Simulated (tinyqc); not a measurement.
# MOSFET in saturation, small-signal circuit and noise: effects of single changes

Bias by the inversion coefficient IC = I/Ispec (charge-based model with velocity saturation; weak inversion below 0.1, strong above 10). Common-source circuit: gm, gds, Cgs, Cgd and Cj at the inner nodes, Rg in series with the gate; quasi-static, no source or drain resistance, no gate-body capacitance, no substrate network, no induced gate noise, so fmax is an upper estimate.

Values chosen for this exercise:
```
symbol,value,unit,meaning
T,293,K,temperature
L,40,nm,gate length
W,5,um,total gate width
Cox,1.69,uF/cm^2,gate capacitance
mu,340,cm^2/(V s),mobility
n,1.15,,slope factor
Ls,10,nm,velocity-saturation length
sg,0.1,,ratio gds/gm
Cov,0.27,fF/um,overlap and fringe capacitance per side
Cj,0.88,fF/um,drain junction capacitance
Rsh,20,ohm,sheet resistance of the gate
Wf,4,um,finger width
Rc,300,ohm um,gate contact and vertical resistance
IC,1.7,,inversion coefficient
gw,0.09,,short-channel excess of the noise factor
Nt,1.2e18,cm^-3 eV^-1,oxide trap density
lt,0.1,nm,tunnelling length into the oxide
ac,10000,V s/C,Coulomb scattering coefficient
```

Constants: q = 1.602176634e-19 C, kB = 1.380649e-23 J/K, Vt = kB T/q. Results are converted to the units shown.

Each table varies one quantity; the others keep the values above.

## Effect of the inversion coefficient on speed and noise

Ispec = 2 n mu Cox (W/L) Vt^2, lc = Ls/L, gms = [sqrt((lc IC + 1)^2 + 4 IC) - 1]/[2 + lc (lc IC + 1)], gm = gms Ispec/(n Vt), gds = sg gm. qs = [sqrt(1 + 4 IC) - 1]/2, Cgs = Cox W L qs (2 qs + 3)/(3 (qs + 1)^2) + Cov W, Cgd = Cov W, Cd = Cj W, Rg = Rsh (Wf/L)/(12 Nf) + Rc/W with Nf = W/Wf fingers (not rounded) contacted at both ends. fT = gm/(2 pi (Cgs + Cgd)), fmax = fT/(2 sqrt(Rg (gds + 2 pi fT Cgd))). Channel noise Sid = 4 kB T gam n gm with gam = (1/2 + (2/3) qs)/(1 + qs) + gw lc IC, qs = [sqrt(1 + 4 IC) - 1]/2, lc = Ls/L (the last term an empirical rise with velocity saturation); at the gate, white noise Sw = Sid/gm^2 + 4 kB T Rg. Number fluctuation with correlated mobility: S(f) = K/f, K = q^2 Vt lt Nt/(W L Cox^2) (1 + ac mu Cox I/gm)^2, Vt in eV with Nt per eV. Corner fc = K/Sw. IC is held fixed.

The same in every row: Rg (ohm) = 193.3.

Effect of the inversion coefficient on speed and noise:
```
IC    I (uA)  fT (GHz)  fmax (GHz)  sqrt(Sw) (nV/Hz^0.5)  fc (MHz)
0.03   3.159     5.998       27.52                 9.614     20.25
0.1    10.53     17.58       46.86                 5.689     59.00
0.3    31.59     41.05       70.88                 3.855     134.6
1      105.3     88.62       102.6                 2.872     272.2
3      315.9     160.5       136.4                 2.450     459.7
10      1053     273.8       176.6                 2.266     831.1
30      3159     380.3       207.2                 2.300      1746
```

What does the comparison show?

As IC goes from 0.03 to 30, fT rises from 6.00 to 380 GHz, fmax rises from 27.5 to 207 GHz, the white noise goes from 9.61 through a minimum of 2.27 (at IC = 10 among the rows listed) to 2.30 nV/Hz^0.5 and the corner rises from 20.2 to 1750 MHz. At IC = 0.03 fmax exceeds 4 fT, where channel resistance and substrate losses, left out here, would cap it.

## Effect of the total gate width on speed and noise

Same model as above.

Corner fc = K/Sw. IC is held fixed.

The same in every row: fT (GHz) = 119.4; fmax (GHz) = 118.3; fc (MHz) = 353.2.

Results:
```
W (um)  I (uA)  Rg (ohm)  sqrt(Sw) (nV/Hz^0.5)
2        71.61     483.3                 4.157
9.3      333.0     103.9                 1.928
20       716.1     48.33                 1.314
43        1540     22.48                0.8965
93        3330     10.39                0.6096
200       7161     4.833                0.4157
```

Estimate the missing row, W = 4.3 um.

Computed row:
```
W (um)  I (uA)  Rg (ohm)  sqrt(Sw) (nV/Hz^0.5)
4.3      154.0     224.8                 2.835
```

With this row back in the table: As W goes from 2 to 200 um, fT stays at 119 GHz, fmax stays at 118 GHz, the white noise falls from 4.16 to 0.416 nV/Hz^0.5 and the corner stays at 353 MHz. Current, gm and capacitances scale with W and Rg with 1/W, so the frequencies stay while both noise powers fall as 1/W.

## Effect of the gate length on speed and noise

Same model as above.

Corner fc = K/Sw. IC is held fixed, and so is sg.

Effect of the gate length on speed and noise:
```
L (nm)  I (uA)  Rg (ohm)  fT (GHz)  fmax (GHz)  sqrt(Sw) (nV/Hz^0.5)  fc (MHz)
20      358.07    326.67    257.12      136.24                2.7429    686.87
32      223.79    226.67    156.02      125.91                2.6109    453.20
50      143.23    166.67    89.756      109.46                2.6991    265.68
79      90.650    127.51    47.535      88.687                3.0031    134.30
130     55.087    101.03    22.163      65.136                3.5762    57.188
200     35.807    86.667    10.873      46.659                4.2827    25.845
320     22.379    76.667    4.7764      30.318                5.3017    10.521
500     14.323    70.667    2.1130      18.980                6.5507    4.4060
```

What does the table show?

As L goes from 20 to 500 nm, fT falls from 257 to 2.11 GHz, fmax falls from 136 to 19.0 GHz, the white noise goes from 2.74 through a minimum of 2.61 (at L = 32 nm among the rows listed) to 6.55 nV/Hz^0.5 and the corner falls from 687 to 4.41 MHz. fT goes as L^(-1.06) between the first two rows and L^(-1.83) between the last two; with no overlap and no velocity saturation it would go as 1/L^2. For L = 200 to 500 nm fmax exceeds 4 fT, where channel resistance and substrate losses, left out here, would cap it.

Program tinyqc, `OMP_NUM_THREADS=1 python tinyqc.py 2150119 2150120 out.jsonl`; Intel Xeon 2.30GHz, shared host, one thread, about 0.01 s.
